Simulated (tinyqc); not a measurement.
# Changing the temperature T

Model: oxidation of curved silicon (wires and holes): cylindrical Deal-Grove kinetics with stress-retarded reaction. Computed by tinyqc, a small Python program. Command: `OMP_NUM_THREADS=1 python tinyqc.py 3001374 3001375 out.jsonl wireox sweep`. One thread of a shared host (Intel(R) Xeon(R) Processor @ 2.30GHz), about 0.06 s of CPU time with the checks.

Silicon fills r < a and oxide a < r < b. One volume of silicon gives 2.25 volumes of oxide, and the length is fixed.

Inputs (values chosen for the exercise, close to those used for silicon in dry oxygen): prefactor B0 = 725 um^2/h; activation energy E_B = 1.22 eV; prefactor (B/A)0 = 4.34e+06 um/h; activation energy E_A = 1.99 eV; starting silicon radius a0 = 29 nm; starting oxide x_i = 1 nm; viscosity prefactor eta0 = 3.2e-09 Pa s; viscosity energy E_eta = 5.62 eV; critical shear stress s_c = 53 MPa; activation volume V_k = 15 angstrom^3; time t = 0.53 h.

Shape: wire (convex).

Constants: k_B = 8.617333262e-05 eV/K.

Method:
- B = B0 exp(-E_B/(k_B T)), B/A = (B/A)0 exp(-E_A/(k_B T)), eta = eta0 exp(E_eta/(k_B T)); 1 um = 1000 nm.
- Temperatures in kelvin are T(C) + 273.15.
- Geometry: b^2 = b0^2 + 1.25 (a0^2 - a^2), b0 = a0 + x_i.
- Rate of oxide made per interface area: q = 1/[1/k + 2 a |ln(b/a)|/B], and |da/dt| = q/2.25. Reaction k = (B/A) exp(-sigma V_k/(k_B T)). New oxide pushes the old with radial speed u = 1.25 |da/dt| at r = a; the shear stress at radius r is s_c asinh(z a^2/r^2), z = 2 eta u/(a s_c) (Eyring flow), and the compressive normal stress at the interface is sigma = |int_a^b 2 s/r dr| = s_c |F(z) - F(z a^2/b^2)|, F(y) = int_0^y asinh(w)/w dw. q and sigma are solved together. 1 MPa angstrom^3 = 6.241509e-6 eV.
- Integrate da/dt adaptively (tolerance 1e-8); a wire counts as consumed at a = 0.5 nm and a hole as closed at b = 0.5 nm. Planar reference: x^2 + A x = B t + x_i^2 + A x_i, A = B/(B/A).

One run for each value; columns: (1) temperature T (C); (2) ratio to the planar thickness; (3) normal stress at time t (MPa); (4) oxide thickness (nm); (5) low-stress viscosity eta (Pa s):
```
(1)      (2)    (3)    (4)        (5)
750   0.9774   72.4   1.33  1.541e+19
800   0.9528   91.7   1.94  7.908e+17
850   0.9139  137.2   3.36  5.286e+16
900   0.8571  218.0   6.29  4.450e+15
950   0.7869  335.0  11.54  4.586e+14
1000  0.7198  482.8  19.77  5.649e+13
1050  0.6710  687.2  31.18  8.153e+12
```

Over the rows, ratio to the planar thickness falls from 0.977 to 0.671; normal stress at time t (MPa) rises from 72.4 to 687; oxide thickness (nm) rises from 1.33 to 31.2. The viscosity drops by a factor 1.9e6 over the rows. In shear-thinning flow the stress feels the viscosity only through a logarithm, while the thicker oxide of a hotter run adds to it. Left out: 1100 (the wire is consumed or the hole is closed).

Caution (rows 750, 800, 850, 900, 950, 1000): planar dry oxides this thin grow faster than Deal-Grove predicts. Caution (all rows): the oxide is taken as a purely viscous fluid in steady flow; elasticity, stress-dependent diffusion and thin-oxide enhancement are left out.
